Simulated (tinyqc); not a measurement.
Solubility, supersaturation, precipitation and gettering of an impurity in a silicon-like host: one step, computed by the program tinyqc.

The wafer was saturated at T1 and is then held at T.

Question. Ham's law for sinks of fixed radius. tau0 = 1/(4 pi n r0 D); C_fixed(t) = C_eq + (C0 - C_eq) exp(-t/tau0). If all excess precipitates, the final radius is r_f = [r0^3 + 3 (C0 - C_eq)/(4 pi n C_p)]^(1/3), with tau_f = 1/(4 pi n r_f D).

Inputs (values chosen for the exercise, modelled on nickel in silicon):
```
quantity                                   value    unit
temperature of saturation T1                1200       K
anneal temperature T                         917       K
sink density n                           2.4e+08  1/cm^3
initial sink radius r0                        54      nm
impurity density in the precipitate C_p  2.6e+22  1/cm^3
anneal time t                                6.4       s
```

D(T) = 6.859200e-06 cm^2/s

C_eq(T) = 5.037124e+14 1/cm^3

C0 = 8.046317e+16 1/cm^3

Give: tau0; C_fixed(t); final radius r_f; tau_f.

Answer.

tau0 = 8.9518 s

C_fixed(t) = 3.9622e+16 1/cm^3

final radius r_f = 147.62 nm

tau_f = 3.2747 s

The sinks grow 2.7 times, so the fixed radius underrates the later rate. Caution: the barrier to homogeneous nucleation is below 35 k_B T for these inputs, so new precipitates would form and outnumber the fixed sinks assumed here.
